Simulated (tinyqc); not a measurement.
Binding against well width: donor or exciton in a quantum well (variational effective-mass method). Computed by tinyqc, a small Python program. Command: `OMP_NUM_THREADS=1 python tinyqc.py 3008198 3008199 out.jsonl welldonor walk`. One thread of a shared host (Intel(R) Xeon(R) Processor @ 2.30GHz), about 0.04 s of CPU time with the checks.

H = -nabla^2 - 2/|r - r_i| + V(z) in effective units; trial function psi = f(z) exp(-|r - r_i|/lambda), f the ground state of the well. Mass and screening are the same in well and barrier; l = L/a* is the width in effective units. Bands are flat: no polarisation or applied field.

Inputs (values chosen for the exercise, modelled on beta-Ga2O3):
```
quantity                              value  unit
electron mass m                       0.289   m_0
dielectric constant eps                9.86     -
well width L                            1.5    nm
donor position z_i/L from the centre      0     -
```

Centre: donor. Barriers: infinite.

Constants: Ry = 13.605693123 eV; a_0 = 0.529177210903 angstrom; hbar^2/(2 m_0) = 3.80998212 eV angstrom^2.

Method:
- Ry* = Ry m/eps^2, a* = a_0 eps/m; l = L/a*.
- k = pi/l; f = cos(k z) inside and zero outside; subband energy k^2 Ry*.
- Binding E_b(lambda) = -1/lambda^2 + 4 A/(lambda B), with A = int f^2 exp(-2 s/lambda) dz, B = int f^2 exp(-2 s/lambda)(1 + 2 s/lambda) dz and s = |z - z_i|; 40 Gauss-Legendre points on each piece between the walls at z = -l/2 and l/2 and z_i.
- Each row maximises over lambda (golden section, 0.3 to 4).

a* = 1.80543 nm

Ry* = 40.4450 meV

Against width:
```
L (nm)  lambda (a*)  binding (Ry*)  binding (meV)
0.83        0.68568         2.8119         113.73
1.50        0.77762         2.3878          96.58
2.70        0.88829         1.9633          79.41
4.80        0.99548         1.5922          64.40
```

The binding is largest in the narrowest well, 2.812 Ry* at 0.83 nm, on the way to 4. In the widest well it is 1.592 Ry*. In the narrow rows the confinement energy passes real barrier heights: infinite walls and a parabolic band fail, and with real barriers the binding peaks and falls. Caution: so narrow a well has large confinement energy, where non-parabolicity and barrier penetration matter.

Extremes, crossings and ranges named in words are read from the listed rows.
